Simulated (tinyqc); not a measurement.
From results back to parameters: optical gain and spontaneous emission in a bulk direct-gap semiconductor. Three cases, with inputs chosen for the exercise.

Problem. The gain spectrum crosses zero at E0 = Eg + Fc + Fv; n = p is hidden.

F_j(eta) = (1/Gamma(j + 1)) integral_0^infinity x^j dx/(1 + exp(x - eta)), which tends to exp(eta) for eta << 0.

Quasi-Fermi levels: n = Nc F_1/2(Fc/kT) and p = Nv F_1/2(Fv/kT), Fc counted up from the conduction edge and Fv down from the valence edge; Nc, Nv from N = 2 (m kB T/(4 pi c))^(3/2) with c = hbar^2/2m0, in 1/angstrom^3; times 1e24 for 1/cm^3, with me and (mhh^(3/2) + mlh^(3/2))^(2/3).

Constants: hbar^2/2m0 = 3.80998211 eV angstrom^2; kB = 8.617333262e-05 eV/K.

Case 1.

Values chosen (near those of GaN; shifted at random, so the results belong to these values and not to a real crystal): Eg = 3.457 eV (direct gap); me = 0.205 m0 (electron mass); mhh = 1.383 m0 (heavy-hole mass); mlh = 0.2955 m0 (light-hole mass); T = 200 K.

E0 = 3.52346 eV

Case 2.

Values chosen (near those of GaAs; shifted at random, so the results belong to these values and not to a real crystal): Eg = 1.385 eV (direct gap); me = 0.0692 m0 (electron mass); mhh = 0.489 m0 (heavy-hole mass); mlh = 0.0848 m0 (light-hole mass); T = 400 K.

E0 = 1.45210 eV

Case 3.

Values chosen (near those of GaAs; shifted at random, so the results belong to these values and not to a real crystal): Eg = 1.403 eV (direct gap); me = 0.0677 m0 (electron mass); mhh = 0.51 m0 (heavy-hole mass); mlh = 0.0831 m0 (light-hole mass); T = 250 K.

E0 = 1.43444 eV

Find: Fc; Fv; n.

Solution. Fc + Fv rises steadily with n, so one n gives E0 - Eg; solve by bisection on ln n.

Case 1.

Fc = 0.079 eV
Fv = -0.013 eV
n = 1.0e+19 1/cm^3

Case 2.

Fc = 0.112 eV
Fv = -0.045 eV
n = 3.5e+18 1/cm^3

Case 3.

Fc = 0.064 eV
Fv = -0.033 eV
n = 1.5e+18 1/cm^3

Computed by tinyqc, one run a case: `OMP_NUM_THREADS=1 python tinyqc.py N N+1 out.jsonl` with N = 1652630, 1652664, 1652668; one thread of a shared Intel(R) Xeon(R) Processor @ 2.30GHz, about 0.1 s a run at most.
